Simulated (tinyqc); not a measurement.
Abrupt p-n junction, non-linear Poisson equation by Newton steps: convergence with the mesh.

One dimension, p side on the left, n side on the right; net doping C = -Na for x < 0 and +Nd for x > 0. The potential psi is counted from the intrinsic level, and the quasi-Fermi potentials are flat: 0 for holes and -V for electrons, so n = ni exp((psi + V)/Vt) and p = ni exp(-psi/Vt) (Boltzmann statistics, full ionisation, no current).

Uniform meshes of N intervals over 245.3 nm, nodes at x_i = (i - j - 1/2) h, i = 0..N, so that the junction lies midway between nodes j and j + 1; end nodes fixed at psi_p and psi_n; box-integrated Poisson equation eps0 eps_r (psi_(i+1) - 2 psi_i + psi_(i-1))/h + q h (p - n + C) = 0. The peak field is the largest (psi_(i+1) - psi_i)/h; LD = sqrt(eps0 eps_r Vt/(q N)) of the heavier side. Errors are against E_j. ni = sqrt(Nc Nv) exp(-Eg/(2 Vt)), Eg in volts. Exact first integral for an abrupt junction with thick neutral sides: psi_p = -Vt ln(Na/ni), psi_n = Vt ln(Nd/ni) - V, psi_j = (Nd psi_n + Na psi_p - Vt (Nd - Na))/(Na + Nd) at the junction, n_j = ni exp((psi_j + V)/Vt), p_j = ni exp(-psi_j/Vt), and E_j^2 = (2 q/(eps0 eps_r)) [Nd (psi_n - psi_j - Vt) + Vt (n_j + p_j)] (minority densities of the neutral sides neglected).

Inputs (values chosen for the exercise); band and dielectric values close to those of silicon:
- T = 300 K (temperature)
- Eg = 1.11 eV (band gap)
- eps_r = 11.9 (relative permittivity)
- Nc = 2.85e19 cm^-3 (conduction-band density of states at T)
- Nv = 2.64e19 cm^-3 (valence-band density of states at T)
- Na = 2.7e18 cm^-3 (acceptor density of the p side)
- Nd = 1.3e17 cm^-3 (donor density of the n side)
- V = 0 V (bias of the p side against the n side)

Constants: q = 1.602176634e-19 C, kB = 1.380649e-23 J/K, Vt = kB T/q, eps0 = 8.8541878128e-14 F/cm where lengths are in cm. Results are converted to the units shown.

Result of one run:
```
N	h (nm)	h/LD	j	peak field (kV/cm)	error (%)
320	0.7666	0.3055	31	184.6	-0.0589
```

What becomes of these results when the number of intervals N is changed from 320 to 40, all else the same?

Result of the changed run:
```
N	h (nm)	h/LD	j	peak field (kV/cm)	error (%)
40	6.133	2.444	3	180.1	-2.54
```

The whole series:
```
N	h (nm)	h/LD	j	peak field (kV/cm)	error (%)
10	24.53	9.776	1	163.0	-11.8
20	12.27	4.888	1	174.1	-5.75
40	6.133	2.444	3	180.1	-2.54
80	3.066	1.222	7	183.2	-0.829
160	1.533	0.6110	15	184.3	-0.229
320	0.7666	0.3055	31	184.6	-0.0589
640	0.3833	0.1527	63	184.7	-0.0148
1280	0.1916	0.07637	126	184.7	-3.72e-3
```

The error goes from -12 % at N = 10 to -0.0037 % at N = 1280. Over the last doubling it shrinks by a factor of 4.0, close to the 4 of a second-order scheme. It first drops below 1 % at N = 80, where h is 1.2 Debye lengths.

Program tinyqc, `OMP_NUM_THREADS=1 python tinyqc.py 2000002 2000003 out.jsonl`; Intel Xeon 2.30GHz, shared host, one thread, about 0.02 s.
